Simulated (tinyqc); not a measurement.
# Hot electrons in a saturated n-channel MOSFET, lucky-electron model: what changes with what

Beyond pinch-off the lateral field grows as Esat cosh(y/l) over the velocity-saturated region (pseudo-two-dimensional model). Impact ionisation in this region gives the substrate current, which biases the body forward through Rsub. Currents are per width. Local-field laws: they overstate ionisation when the field peak is narrower than an energy relaxation length.

Parameters, values chosen for the exercise; values close to those of silicon n-channel devices:
- L = 1.2 um (channel length)
- tox = 28 nm (oxide thickness)
- xj = 480 nm (junction depth)
- VT = 0.59 V (threshold)
- mu = 270 cm^2/(V s) (effective mobility)
- vs = 7.5e6 cm/s (saturation velocity)
- Ai = 2e6 1/cm (ionisation prefactor)
- Bi = 1.81 MV/cm (ionisation field)
- Rd = 200 ohm um (resistance of the lightly doped drain)
- Rsub = 15000 ohm um (substrate resistance)
- kb = 0.27 (fall of VT per volt of forward body bias)
- m = 3.1 (lifetime exponent)
- Hl = 5400 s uA/um (lifetime constant)
- Vd = 5.4 V (drain voltage)
- Vg = 3.2 V (gate voltage)

Constants: eps0 = 8.8541878128e-14 F/cm where lengths are in cm. Results are converted to the units shown.

Each table varies one quantity; the others keep the values above.

## Effect of the oxide thickness

Cox = 3.9 eps0/tox, l = sqrt(3 tox xj), Esat = 2 vs/mu. Overdrive g = Vg - VT + kb Vb; Vdsat = g Esat L/(g + Esat L); Id = Cox vs (g - Vdsat); dV = Vd - Id Rd - Vdsat; Em = sqrt((dV/l)^2 + Esat^2); Isub = Id (Ai/Bi) l Em exp(-Bi/Em). Vb = Rsub Isub is solved self-consistently. Lifetime tau = (Hl/Id)(Isub/Id)^(-m); 1 year = 3.15576e7 s.

Effect of the oxide thickness:
```
tox (nm)  Id (uA/um)  Em (MV/cm)  Isub (uA/um)    Isub/Id  tau (years)
16            118.93     0.23718       0.22951  0.0019297       374.05
19            100.12     0.21901       0.10319  0.0010307       3105.1
24            79.248     0.19673      0.032344  4.0814e-4        69311
30            63.395     0.17785     0.0098494  1.5537e-4     1.7299e6
37            51.400     0.16206     0.0029973  5.8312e-5     4.4512e7
45            42.262     0.14887     9.2827e-4  2.1964e-5     1.1169e9
56            33.961     0.13576     2.3446e-4  6.9039e-6    5.0248e10
```

Read the table: what changes, and by how much?

As tox goes from 16 to 56 nm, Em falls from 0.237 to 0.136 MV/cm, Isub falls from 0.230 to 2.34e-4 uA/um and tau rises from 374 to 5.02e10 years. From the first row to the last, log10(tau) changes by 8.1: 7.6 from (Isub/Id)^(-m), which holds Em and l, and 0.54 from 1/Id. For tox = 19 to 56 nm tau is a far extrapolation that only says that hot carriers are no limit.

## Effect of the junction depth

Same model as above.

Results:
```
xj (nm)  Id (uA/um)  Em (MV/cm)  Isub (uA/um)   Isub/Id  tau (years)
190           68.00      0.2833        0.4520  0.006647        14.14
260           67.95      0.2439        0.1622  0.002388        338.4
350           67.93      0.2121       0.05382  7.922e-4      1.035e4
480           67.92      0.1835       0.01435  2.112e-4      6.231e5
880           67.92      0.1406      7.339e-4  1.081e-5      6.266e9
1200          67.92      0.1237      1.311e-4  1.930e-6     1.307e12
```

Estimate the missing row, xj = 650 nm.

Computed row:
```
xj (nm)  Id (uA/um)  Em (MV/cm)  Isub (uA/um)   Isub/Id  tau (years)
650           67.92      0.1602      0.003479  5.121e-5      5.037e7
```

With this row back in the table: As xj goes from 190 to 1200 nm, Em falls from 0.283 to 0.124 MV/cm, Isub falls from 0.452 to 1.31e-4 uA/um and tau rises from 14.1 to 1.31e12 years. From the first row to the last, log10(tau) changes by 11: 11 from (Isub/Id)^(-m), which holds Em and l, and under 0.005 from 1/Id. For xj = 350 to 1200 nm tau is a far extrapolation that only says that hot carriers are no limit.

## Effect of the resistance of the lightly doped drain

Same model as above.

Effect of the resistance of the lightly doped drain:
```
Rd (ohm um)  Id (uA/um)  Em (MV/cm)  Isub (uA/um)    Isub/Id  tau (years)
0                67.924     0.18410      0.014904  2.1942e-4     5.5378e5
150              67.924     0.18361      0.014484  2.1324e-4     6.0499e5
300              67.924     0.18313      0.014075  2.0722e-4     6.6121e5
500              67.924     0.18249      0.013544  1.9941e-4     7.4487e5
800              67.924     0.18152      0.012780  1.8815e-4     8.9189e5
1200             67.923     0.18023      0.011817  1.7397e-4     1.1371e6
1600             67.923     0.17894      0.010915  1.6070e-4     1.4543e6
```

Read the table: what changes, and by how much?

As Rd goes from 0 to 1600 ohm um, Em falls from 0.184 to 0.179 MV/cm, Isub falls from 0.0149 to 0.0109 uA/um and tau rises from 5.54e5 to 1.45e6 years. From the first row to the last, log10(tau) changes by 0.42: 0.42 from (Isub/Id)^(-m), which holds Em and l, and under 0.005 from 1/Id. The price is 0.109 V dropped over Rd in the last row. In every row tau is a far extrapolation that only says that hot carriers are no limit.

Numbers from tinyqc (`OMP_NUM_THREADS=1 python tinyqc.py 2550168 2550169 out.jsonl`; about 0.01 s on one thread of a shared Intel Xeon 2.30GHz).
